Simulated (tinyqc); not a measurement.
Rise against time: self-heating of a transistor with one or more fingers, with temperature-dependent conductivity. Computed by tinyqc, a small Python program. Command: `OMP_NUM_THREADS=1 python tinyqc.py 3026469 3026470 out.jsonl selfheat walk`. One thread of a shared host (Intel(R) Xeon(R) Processor @ 2.30GHz), about 0.05 s of CPU time with the checks.

N long parallel fingers lie on the top face of a slab whose bottom is held at T_0; the top is otherwise insulated, and heat flows in two dimensions. P in W/mm is 1000 P in W/m.

Inputs (values chosen for the exercise, modelled on gallium arsenide):

| quantity | value | unit |
|---|---|---|
| conductivity at the base temperature kappa_0 | 37.7 | W/(m K) |
| power per gate width P | 0.44 | W/mm |
| fingers N | 5 | - |
| finger pitch s | 39 | micrometre |
| width of the heat source w | 0.23 | micrometre |
| substrate thickness t | 42 | micrometre |
| heat capacity C | 1.79 | 1e6 J/(m^3 K) |
| pulse length | 140 | microsecond |

Power: fixed power.

Method:
- A line source of power P on the top face raises the top at distance x by (P/(pi kappa_0)) g(x), g(x) = -ln tanh(pi x/(4 t)) (the image sum for the slab). On a strip of width w the centre sees the mean of g over the strip, g_0 = 1 + ln(8 t/(pi w)) for w much below t.
- theta_i = (P/(pi kappa_0)) [g_0 + sum over j != i of g(|i - j| s)], with equal powers and constant conductivity; thermal resistance = largest theta/P.
- After switching on, theta(tau) = (P D/kappa_0) int_0^tau X(u) Z(u) du at the hottest finger, D = kappa_0/C; X = sum over fingers at distance x of [erf((x + w/2)/r) - erf((x - w/2)/r)]/(2 w), Z = sum_(j=-200..200) (-1)^j exp(-(2 j t/r)^2)/sqrt(pi D u), r = 2 sqrt(D u); trapezoid rule on 300 points evenly spaced in ln u from u_0 = 1e-3 min(tau, w^2/D) to tau, plus the exact piece 2 sqrt(u_0/(pi D))/w below u_0. Conductivity and power are held at their base values here, and Fourier's law is used even where the diffusion length is near a phonon free path.

diffusivity D = 21.0615 micrometre^2/microsecond

theta of each finger (K): 28.8105  30.5489  30.8577  30.5489  28.8105

largest theta = 30.8577 K

Heating curve:

| time (microsecond) | sqrt(D time) (micrometre) | rise (K) | share of the steady rise |
|---|---|---|---|
| 8.40e-05 | 0.042061 | 2.3893 | 0.07743 |
| 8.40e-04 | 0.13301 | 5.871 | 0.1903 |
| 0.0084 | 0.42061 | 10.047 | 0.3256 |
| 0.084 | 1.3301 | 14.314 | 0.4639 |
| 0.84 | 4.2061 | 18.59 | 0.6024 |
| 4.2 | 9.4052 | 21.589 | 0.6996 |
| 17 | 18.922 | 24.915 | 0.8074 |
| 50 | 32.451 | 28.738 | 0.9313 |
| 130 | 52.326 | 30.687 | 0.9945 |

What follows from these numbers?

Half the steady rise is reached between 0.084 and 0.84 microseconds, and the last row holds 99.5 % of it; the slowest time constant is 4 t^2/(pi^2 D) = 33.9 microseconds. While the diffusion length lies between w and the pitch or thickness, the rise grows as the logarithm of time; once it nears the pitch of 39 micrometre the neighbours add their heat.

Extremes, crossings and ranges named in words are read from the listed rows.
